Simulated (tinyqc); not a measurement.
# Thin-film transistor with exponential tail and deep states, accumulation layer: what changes with what

An undoped film in accumulation, thicker than the space-charge layer. With band bending psi the Fermi level lies E0 - psi below the band edge. Free electrons n = n0 exp(psi/Vt) carry the current; electrons in two exponential distributions of traps, a = a0 exp(psi/Va) and d = d0 exp(psi/Vp), do not. Linear regime, ohmic contacts, traps in equilibrium.

Values chosen for this exercise; values close to those of an organic semiconductor:
```
symbol,value,unit,meaning
T,250,K,temperature
eps_r,3.2,,relative permittivity of the semiconductor
Nc,1.2e20,cm^-3,density of extended states
mb,3.5,cm^2/(V s),band mobility
Nt,1.2e20,cm^-3,total density of tail states
Tt,410,K,characteristic temperature of the tail
Nd,2.3e17,cm^-3,total density of deep states
Td,920,K,characteristic temperature of the deep states
E0,0.55,eV,bulk Fermi level below the band edge
Ci,20,nF/cm^2,gate capacitance
WL,10,,ratio W/L
Vd,0.1,V,drain voltage
Vg,21,V,gate voltage above flat band
```

Constants: q = 1.602176634e-19 C, kB = 1.380649e-23 J/K, Vt = kB T/q, eps0 = 8.8541878128e-14 F/cm where lengths are in cm. Results are converted to the units shown.

Each table varies one quantity; the others keep the values above.

## Effect of the total density of deep states

Va = kB Tt/q, Vp = kB Td/q; n0 = Nc exp(-E0/Vt), a0 = Nt th(T/Tt) exp(-E0/Va), d0 = Nd th(T/Td) exp(-E0/Vp), th(x) = pi x/sin(pi x). G(psi) = sum over the three kinds of c0 [V (exp(psi/V) - 1) - psi], field F = sqrt(2 q G/(eps0 eps_r)); Vg = psi + eps0 eps_r F/Ci at the surface. Total charge Q = Ci (Vg - psi_s); free charge Qf = q times the integral of n0 (exp(psi/Vt) - 1)/F over psi from 0 to psi_s; I = (W/L) mb Qf Vd; effective mobility mb Qf/Q.

Effect of the total density of deep states:

| Nd (cm^-3) | E0 - psi_s (eV) | Q (nC/cm^2) | free share (%) | effective mobility (cm^2/(V s)) | I (nA) |
|---|---|---|---|---|---|
| 2.3e16 | 0.05790 | 410.2 | 6.949 | 0.2432 | 99.75 |
| 5.6e16 | 0.05792 | 410.2 | 6.938 | 0.2428 | 99.59 |
| 1.3e17 | 0.05798 | 410.2 | 6.913 | 0.2420 | 99.25 |
| 3.3e17 | 0.05813 | 410.2 | 6.849 | 0.2397 | 98.32 |
| 7.9e17 | 0.05849 | 410.2 | 6.704 | 0.2346 | 96.24 |
| 1.9e18 | 0.05934 | 410.2 | 6.373 | 0.2231 | 91.50 |
| 4.6e18 | 0.06143 | 410.2 | 5.655 | 0.1979 | 81.19 |

What does the comparison show?

As Nd goes from 2.3e16 to 4.6e18 cm^-3, the free share falls from 6.95 to 5.65 %, the distance of the Fermi level from the edge rises from 0.0579 to 0.0614 eV and the current falls from 99.7 to 81.2 nA. Q varies by only 0.017 %: the gate sets the charge, the traps decide how much of it moves. In every row the th form, which assumes a Fermi level far below the edge, overcounts the filled tail at the surface by more than 15 %.

## Effect of the characteristic temperature of the tail

Same model as above.

Effect of the characteristic temperature of the tail:

| Tt (K) | E0 - psi_s (eV) | Q (nC/cm^2) | free share (%) | effective mobility (cm^2/(V s)) | I (nA) |
|---|---|---|---|---|---|
| 310 | 0.05733 | 410.1 | 8.187 | 0.2866 | 117.5 |
| 350 | 0.05556 | 410.1 | 8.328 | 0.2915 | 119.5 |
| 390 | 0.05682 | 410.1 | 7.455 | 0.2609 | 107.0 |
| 430 | 0.05959 | 410.2 | 6.278 | 0.2197 | 90.13 |
| 470 | 0.06335 | 410.3 | 5.087 | 0.1780 | 73.04 |
| 510 | 0.06784 | 410.4 | 4.005 | 0.1402 | 57.53 |
| 550 | 0.07294 | 410.5 | 3.081 | 0.1078 | 44.26 |
| 590 | 0.07855 | 410.6 | 2.323 | 0.08129 | 33.38 |

As Tt goes from 310 to 590 K, the free share goes from 8.19 through a maximum of 8.33 (at Tt = 350 K among the rows listed) to 2.32 %, the distance of the Fermi level from the edge goes from 0.0573 through a minimum of 0.0556 (at Tt = 350 K among the rows listed) to 0.0786 eV and the current goes from 118 through a maximum of 120 (at Tt = 350 K among the rows listed) to 33.4 nA. Q varies by only 0.11 %: the gate sets the charge, the traps decide how much of it moves. For Tt = 310 to 470 K the th form, which assumes a Fermi level far below the edge, overcounts the filled tail at the surface by more than 15 %.

## Effect of the total density of tail states

Same model as above.

Effect of the total density of tail states:

| Nt (cm^-3) | E0 - psi_s (eV) | Q (nC/cm^2) | free share (%) | effective mobility (cm^2/(V s)) | I (nA) |
|---|---|---|---|---|---|
| 4e18 | 0.01019 | 409.2 | 78.52 | 2.748 | 1125 |
| 9.2e18 | 0.01357 | 409.3 | 63.92 | 2.237 | 915.7 |
| 2.1e19 | 0.02069 | 409.4 | 43.10 | 1.508 | 617.6 |
| 4.9e19 | 0.03471 | 409.7 | 21.14 | 0.7398 | 303.1 |
| 1.1e20 | 0.05547 | 410.1 | 7.776 | 0.2722 | 111.6 |
| 2.6e20 | 0.08279 | 410.7 | 2.153 | 0.07535 | 30.94 |
| 6e20 | 0.1114 | 411.2 | 0.5670 | 0.01985 | 8.161 |

Read the table: what changes, and by how much?

As Nt goes from 4e18 to 6e20 cm^-3, the free share falls from 78.5 to 0.567 %, the distance of the Fermi level from the edge rises from 0.0102 to 0.111 eV and the current falls from 1120 to 8.16 nA. Q varies by only 0.49 %: the gate sets the charge, the traps decide how much of it moves. For Nt = 4e18 to 4.9e19 cm^-3 the surface Fermi level is within 2 Vt of the band edge, where the exponential forms fail. For Nt = 4e18 to 2.6e20 cm^-3 the th form, which assumes a Fermi level far below the edge, overcounts the filled tail at the surface by more than 15 %.

Numbers from tinyqc (`OMP_NUM_THREADS=1 python tinyqc.py 2610153 2610154 out.jsonl`; about 0.02 s on one thread of a shared Intel Xeon 2.30GHz).
